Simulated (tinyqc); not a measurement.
Inside a calculation. Method: LDA (VWN5) atom on a uniform radial grid, spin-unpolarised, for He. Computed by tinyqc, a small Python program that keeps every step. Settings: Z = 2, points = 128, R = 10.0, functional = lda,vwn, mixing = 0.2, iteration cap = 79. Command: `OMP_NUM_THREADS=1 python tinyqc.py 29399 29400 out.jsonl` (the two numbers bound the seeds that draw the settings). One thread of a shared host (Intel(R) Xeon(R) Processor @ 2.60GHz), about 0.2 s of CPU time with the checks. Later iterations appear only in the table of the cycle.

## Iteration 1

Spherical atom on a uniform radial grid r_j = j h with h = R/(N + 1), h sum u^2 = 1 and integrals as h times sums, u(0) = u(R) = 0 (atomic units):
```
parameter            value
Z                        2
points N               128
R                10.000000
h                 0.077519
mixing            0.200000
electrons in 1s          2
```

Three-point differences turn -u''/2 + [l(l+1)/2r^2 - Z/r + V] u = e u into a tridiagonal matrix (diagonal 1/h^2 + potential, off-diagonal -1/2h^2). D = sum f u^2; the Hartree potential y/r solves y'' = -D/r with y(0) = 0, y(R) = N_e; v_xc comes from rho = D/(4 pi r^2); E = sum f e - int D V + int D (V_H/2 + eps_xc); V(new) = V + mixing (V_H + v_xc - V).

eigenvalues (hartree): 1s -1.988124

Every 8th grid point:
```
r             V in     u(1s)         D       V_H       v_xc
0.620155  0.000000  1.013845  2.055763  2.618347  -0.813212
1.240310  0.000000  0.589490  0.694997  1.572745  -0.377988
1.860465  0.000000  0.257065  0.132165  1.071965  -0.178799
2.480620  0.000000  0.099645  0.019858  0.806007  -0.085448
3.100775  0.000000  0.036211  0.002622  0.644980  -0.040774
3.720930  0.000000  0.012633  0.000319  0.537498  -0.019228
4.341085  0.000000  0.004285  0.000037  0.460714  -0.008920
4.961240  0.000000  0.001424  4.05e-06  0.403125  -0.004073
5.581395  0.000000  0.000466  4.34e-07  0.358333  -0.001837
6.201550  0.000000  0.000150  4.52e-08  0.322500  -0.000821
6.821705  0.000000  0.000048  4.63e-09  0.293182  -0.000365
7.441860  0.000000  0.000015  4.65e-10  0.268750  -0.000161
8.062016  0.000000  4.80e-06  4.61e-11  0.248077  -0.000071
8.682171  0.000000  1.49e-06         0  0.230357  -0.000031
9.302326  0.000000  4.35e-07         0  0.215000   0.000000
9.922481  0.000000  3.69e-08         0  0.201563   0.000000
```

total energy = -2.67225081 hartree

## Iteration 2

As before.

eigenvalues (hartree): 1s -1.648454

Every 8th grid point:
```
r             V in     u(1s)         D       V_H       v_xc
0.620155  0.361027  0.996148  1.984623  2.563968  -0.804272
1.240310  0.238952  0.612441  0.750169  1.563117  -0.386939
1.860465  0.178633  0.286838  0.164552  1.070609  -0.190967
2.480620  0.144112  0.120366  0.028976  0.805836  -0.095641
3.100775  0.120841  0.047597  0.004531  0.644960  -0.048063
3.720930  0.103654  0.018138  0.000658  0.537496  -0.024000
4.341085  0.090359  0.006740  0.000091  0.460714  -0.011844
4.961240  0.079810  0.002459  0.000012  0.403125  -0.005772
5.581395  0.071299  0.000885  1.57e-06  0.358333  -0.002783
6.201550  0.064336  0.000315  1.98e-07  0.322500  -0.001331
6.821705  0.058563  0.000111  2.47e-08  0.293182  -0.000633
7.441860  0.053718  0.000039  3.03e-09  0.268750  -0.000300
8.062016  0.049601  0.000014  3.66e-10  0.248077  -0.000141
8.682171  0.046065  4.64e-06  4.31e-11  0.230357  -0.000066
9.302326  0.043000  1.47e-06         0  0.215000  -0.000030
9.922481  0.040313  1.30e-07         0  0.201563   0.000000
```

total energy = -2.72562463 hartree

## Convergence

Stop when input and output potentials agree to 1e-7.

Course of the cycle (hartree):
```
iteration            E      e(1s)  largest |V(out) - V(in)|
1          -2.67225081  -1.988124                  2.35e+00
2          -2.72562463  -1.648454                  1.78e+00
3          -2.76033535  -1.390151                  1.34e+00
4          -2.78225405  -1.193834                  1.01e+00
5          -2.79570829  -1.044662                  7.50e-01
6          -2.80375185  -0.931302                  5.59e-01
7          -2.80844811  -0.845119                  4.17e-01
8          -2.81113452  -0.779547                  3.10e-01
9          -2.81264543  -0.729602                  2.31e-01
10         -2.81348397  -0.691509                  1.73e-01
11         -2.81394482  -0.662408                  1.30e-01
...                ...        ...                       ...
62         -2.81449910  -0.564606                  7.81e-07
63         -2.81449910  -0.564606                  6.22e-07
64         -2.81449910  -0.564606                  4.96e-07
65         -2.81449910  -0.564606                  3.95e-07
66         -2.81449910  -0.564605                  3.14e-07
67         -2.81449910  -0.564605                  2.50e-07
68         -2.81449910  -0.564605                  2.00e-07
69         -2.81449910  -0.564605                  1.59e-07
70         -2.81449910  -0.564605                  1.27e-07
71         -2.81449910  -0.564605                  1.01e-07
72         -2.81449910  -0.564605                  8.03e-08
```

Converged in 72 iterations. A uniform grid resolves the cusp poorly: for a bare nucleus this grid gives 1s at -1.98812 against -Z^2/2 = -2 hartree. Before convergence this energy mixes input and output and is not variational, so it may rise towards its limit.
